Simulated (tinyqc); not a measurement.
Landau-Devonshire theory of a uniaxial ferroelectric: one step, computed by the program tinyqc.

G(P) = (alpha/2) P^2 + (beta*/4) P^4 + (gamma/6) P^6 - E P per volume, SI units, one domain, P along the polar axis, which is normal to the film.

Task: A capacitor with imperfect screening. Between shorted electrodes with screening length lambda each, the depolarising field is -k P, k = 2 lambda/(eps_0 (d + 2 lambda eps_b)), so alpha turns into alpha + k. Ps^2 = [-beta* + sqrt(beta*^2 - 4 alpha gamma)]/(2 gamma). The polar state is the lowest uniform state while alpha + k < 0 (beta* > 0) or < 3 beta*^2/(16 gamma) (beta* < 0); setting the equality gives the critical thickness d_c.

Inputs (values chosen for the exercise, modelled on lead titanate): Curie-Weiss temperature T0 = 752 K; gamma = 1.57e+09 J m^9/C^6; temperature T = 677 K; film thickness d = 8.5 nm; screening length lambda = 0.0035 nm; background permittivity eps_b = 20.

Sample: epitaxial film.

alpha = -4.189727e+08 J m/C^2

beta* = 2.036364e+08 J m^5/C^4

Constants: eps_0 = 8.8541878128e-12 F/m.

Give: depolarising coefficient k; polarisation of the film; size of the depolarising field; critical thickness d_c.

Result:

depolarising coefficient k = 9.1503e+07 J m/C^2

polarisation of the film = 62.963 microcoulomb/cm^2

size of the depolarising field = 57.613 MV/m

critical thickness d_c = 1.7470 nm
